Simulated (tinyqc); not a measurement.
Electron mobility in a silicon inversion layer, empirical terms and Matthiessen rule: two steps of the calculation.

Inversion layer of sheet density Ns on a uniformly doped body. The mobility terms are empirical power laws with prefactors chosen for the exercise; adding their inverses (Matthiessen) is itself an approximation.

Parameters, values chosen for the exercise; material values close to those of silicon:
- T = 300 K (temperature)
- Eg = 1.1 eV (band gap)
- eps_r = 11.6 (relative permittivity of the semiconductor)
- Nc = 2.79e19 cm^-3 (conduction-band density of states at T)
- Nv = 2.66e19 cm^-3 (valence-band density of states at T)
- Nb = 1e17 cm^-3 (body doping)
- Vsb = 0.6 V (reverse body bias)
- eta = 0.5 (weight of the inversion charge in the effective field)
- Ap = 405 cm^2/(V s) (phonon-limited mobility at 1 MV/cm and 300 K)
- As = 919 cm^2/(V s) (roughness-limited mobility at 1 MV/cm)
- gs = 2 (exponent of the roughness term)
- Ac = 1900 cm^2/(V s) (Coulomb prefactor)
- Nit = 1.2e10 cm^-2 (charge at the interface)
- Ns = 7.2e11 cm^-2 (inversion density)
- WL = 1 (ratio W/L)
- Vd = 0.05 V (drain voltage)
- I = 2.32 uA (measured linear current)

Constants: q = 1.602176634e-19 C, kB = 1.380649e-23 J/K, Vt = kB T/q, eps0 = 8.8541878128e-14 F/cm where lengths are in cm. Results are converted to the units shown.

Task 1. Depletion charge and effective field. ni = sqrt(Nc Nv) exp(-Eg/(2 Vt)), Eg in volts; Ndep = sqrt(2 eps0 eps_r Nb (2 Vt ln(Nb/ni) + Vsb)/q); E = q (Ndep + eta Ns)/(eps0 eps_r), in MV/cm.

Find: ni; Ndep; E.

Result 1.

ni = 1.569e10 cm^-3
Ndep = 1.345e12 cm^-2
E = 0.2659 MV/cm

The depletion charge gives 78.9 % of the field.

Task 2. Inversion density for the measured current. I = (W/L) q Ns mu Vd. E = q (Ndep + eta Ns)/(eps0 eps_r) in MV/cm. With t = T/(300 K): muC = Ac (Ns/1e12 cm^-2) t/(Nb/1e17 cm^-3 + Nit/1e11 cm^-2), muP = Ap E^(-1/3) t^(-1.75), muS = As E^(-gs); 1/mu is the sum of the inverses. Ns(new) = I/((W/L) q mu Vd).

Ns at the start = 1.1e12 cm^-2
Ndep = 1.3445738e12 cm^-2

Give: E; mu; Ns after iteration 1.

Result 2.

E = 0.2955 MV/cm
mu = 439.4 cm^2/(V s)
Ns after iteration 1 = 6.590e11 cm^-2

Numbers from tinyqc (`OMP_NUM_THREADS=1 python tinyqc.py 2510142 2510143 out.jsonl`; about 0.01 s on one thread of a shared Intel Xeon 2.30GHz).
